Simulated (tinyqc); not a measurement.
MOS capacitor on an n-type substrate, surface potential from the exact charge relation: effect of the donor density of the substrate on threshold and swing.

Uniform n-type substrate, Boltzmann statistics, full ionisation, classical densities. psi is the surface potential against the body (positive when the bands bend down) and u = -psi/Vt. Traps are spread evenly over the gap and neutral at flat band, so their charge is -q Dit psi; the minority quasi-Fermi level is shifted by Vb.

ni = sqrt(Nc Nv) exp(-Eg/(2 Vt)), Eg in volts; phiF = Vt ln(N/ni); Cox = eps0 eox/tox; Vfb = phiM - chi - Vt ln(Nc/N) - q Nf/Cox; VT = Vfb - [(2 phiF + Vb)(1 + q Dit/Cox) + sqrt(2 eps0 eps_r q N (2 phiF + Vb))/Cox]. gamma = sqrt(2 eps0 eps_r q N)/Cox; Wm = sqrt(2 eps0 eps_r (2 phiF + Vb)/(q N)); m = 1 + (eps0 eps_r/Wm + q Dit)/Cox; swing m Vt ln 10; Cmin/Cox = 1/(1 + Cox Wm/(eps0 eps_r)).

Inputs (values chosen for the exercise); band and dielectric values close to those of silicon: temperature T = 300 K; band gap Eg = 1.11 eV; relative permittivity eps_r = 11.6; conduction-band density of states at T Nc = 2.76e19 cm^-3; valence-band density of states at T Nv = 2.67e19 cm^-3; electron affinity chi = 4.07 eV; relative permittivity of the gate insulator (close to silicon dioxide) eox = 3.9; insulator thickness tox = 27 nm; gate work function phiM = 4.18 eV; fixed charge at the interface, in units of q Nf = 0 cm^-2; density of interface traps Dit = 0 cm^-2 eV^-1; reverse bias of the inversion layer against the body Vb = 0 V.

Constants: q = 1.602176634e-19 C, kB = 1.380649e-23 J/K, Vt = kB T/q, eps0 = 8.8541878128e-14 F/cm where lengths are in cm. Results are converted to the units shown.

Effect of the donor density of the substrate on threshold and swing:

| N (cm^-3) | Vfb (V) | 2 phiF (V) | gamma (V^0.5) | VT (V) | Wm (nm) | m | swing (mV/decade) | Cmin/Cox |
|---|---|---|---|---|---|---|---|---|
| 1e15 | -0.1544 | 0.5822 | 0.1418 | -0.8447 | 863.9 | 1.093 | 65.06 | 0.08505 |
| 3.4e15 | -0.1227 | 0.6454 | 0.2616 | -0.9783 | 493.3 | 1.163 | 69.22 | 0.1400 |
| 1.1e16 | -0.09236 | 0.7061 | 0.4705 | -1.194 | 286.9 | 1.280 | 76.19 | 0.2187 |
| 3.8e16 | -0.06031 | 0.7702 | 0.8744 | -1.598 | 161.2 | 1.498 | 89.18 | 0.3325 |
| 1.3e17 | -0.02852 | 0.8338 | 1.617 | -2.339 | 90.68 | 1.886 | 112.2 | 0.4697 |
| 4.4e17 | 0.003004 | 0.8969 | 2.975 | -3.712 | 51.12 | 2.571 | 153.0 | 0.6110 |
| 1.5e18 | 0.03471 | 0.9603 | 5.494 | -6.309 | 28.65 | 3.803 | 226.4 | 0.7371 |
| 5e18 | 0.06584 | 1.023 | 10.03 | -11.10 | 16.19 | 5.960 | 354.8 | 0.8322 |

What does the table show?

As N goes from 1e15 to 5e18, VT falls from -0.845 to -11.1 V, the swing rises from 65.1 to 355 mV/decade and Cmin/Cox rises from 0.0850 to 0.832. Of the change of VT by -10.3 V, 0.220 V comes from Vfb and -10.5 V from the band bending and the charge it takes. gamma goes as N^(0.50) and Wm as N^(-0.47); phiF, which grows slowly with N, keeps the latter from -1/2.

Program tinyqc, `OMP_NUM_THREADS=1 python tinyqc.py 2060042 2060043 out.jsonl`; Intel Xeon 2.30GHz, shared host, one thread, about 0.01 s.
